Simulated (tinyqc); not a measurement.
What moves the exposure: standing waves and exposure in a photoresist film.

Normal incidence from air. Unexposed resist: N1 = n1 + i k1 with k1 = (A + B) lam/(4 pi), lam in micrometres. r01 = (1 - N1)/(1 + N1), t01 = 2/(1 + N1). Substrate Ns = ns + i ks: r12 = (N1 - Ns)/(N1 + Ns). With p = exp(2 pi i N1 d/lam), the field at depth z is E(z) = t01 [exp(2 pi i N1 z/lam) + r12 p^2 exp(-2 pi i N1 z/lam)]/(1 + r01 r12 p^2), the relative intensity I(z) = n1 |E(z)|^2 and the reflectance R = |(r01 + r12 p^2)/(1 + r01 r12 p^2)|^2.

Inputs chosen for the exercise (a resist on Al, indices near tabulated ones; the results hold for these values, not for the real material):
```
symbol  value  unit          meaning
lam     193    nm            vacuum wavelength
n1      1.693                resist index
A       0.01   1/micrometre  bleachable absorption (Dill A)
B       0.64   1/micrometre  fixed absorption (Dill B)
d       161    nm            resist thickness
ns      0.108                substrate n
ks      2.185                substrate k
```

The mean of I is over 800 depths.

Results for these values:
```
case  |r12|^2       R  mean I  I at the bottom
base   0.8985  0.8298  1.1322           0.8100
```

What happens to each result for n1 = 1.71, all else kept?

Answer: |r12|^2 falls from 0.8985 to 0.8983; R falls from 0.8298 to 0.8294; mean I falls from 1.1322 to 1.1310; I at the bottom rises from 0.8100 to 0.8274.

The same for each parameter in turn:
```
case                   |r12|^2       R  mean I  I at the bottom
base                    0.8985  0.8298  1.1322           0.8100
d = 171 nm              0.8985  0.7805  1.3830           1.0309
n1 = 1.71               0.8983  0.8294  1.1310           0.8274
B = 0.84 1/micrometre   0.8953  0.7975  1.1102           0.7926
ks = 1.967              0.8868  0.8226  1.1329           0.9229
ns = 0.119              0.8898  0.8251  1.1292           0.8074
```

tinyqc: `OMP_NUM_THREADS=1 python tinyqc.py 1650430 1650431 out.jsonl`; about 0.01 s, one thread, shared Intel(R) Xeon(R) Processor @ 2.30GHz.
